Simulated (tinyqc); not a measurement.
Schottky barrier with interface states (Cowley-Sze model), image lowering and contact resistance: one step, computed by the program tinyqc. Command: `OMP_NUM_THREADS=1 python tinyqc.py 3010877 3010878 out.jsonl pinning walk`. One thread of a shared host (Intel(R) Xeon(R) Processor @ 2.30GHz), about 0.01 s of CPU time with the checks.

An n-type semiconductor under a metal. The barrier lies between the Schottky-Mott limit phi_M - chi and the Bardeen limit E_g - E_n, E_n being the neutrality level of the interface states; the space-charge term of the full Cowley-Sze expression is left out.

Question. Depletion layer and image lowering under reverse bias. N_c = 2 M_c (2 pi m_e k_B T/h^2)^(3/2); xi = E_c - E_F solves N = N_c F_1/2(-xi/k_B T) (bisection; full ionisation). F_1/2(eta) = (2/sqrt(pi)) int_0^infinity sqrt(x)/(1 + exp(x - eta)) dx, by the trapezoid rule in t = sqrt(x) with step 0.02 up to t = 12 (for eta < -12 by exp(eta) - exp(2 eta)/2^(3/2)). V_bi = phi_B - xi; W = sqrt(2 eps_s eps_0 (V_bi + V_r - k_B T/e)/(e N)); field at the metal E_m = e N W/(eps_s eps_0); image lowering sqrt(e E_m/(4 pi eps_s eps_0)).

Inputs (values chosen for the exercise, for a model semiconductor):
```
quantity,value,unit
dielectric constant eps_s,9.67,-
electron mass m_e,0.239,m_0
valleys M_c,1,-
donor density N,7e+15,cm^-3
temperature T,300,K
reverse bias V_r,4,V
```

Pinning factor from: Moench relation.

barrier phi_B = 1.182094 eV

Constants: k_B = 8.617333262e-05 eV/K; m_0 = 9.1093837015e-31 kg; k_B = 1.380649e-23 J/K; h = 6.62607015e-34 J s; eps_0 = 8.8541878128e-12 F/m; e = 1.602176634e-19 C.

Give: N_c; xi; built-in voltage V_bi; depletion width W; field E_m; image lowering.

Answer.

N_c = 2.932e+18 cm^-3

xi = 0.1561 eV

built-in voltage V_bi = 1.026 V

depletion width W = 873.8 nm

field E_m = 1.145e+05 V/cm

image lowering = 0.04128 eV
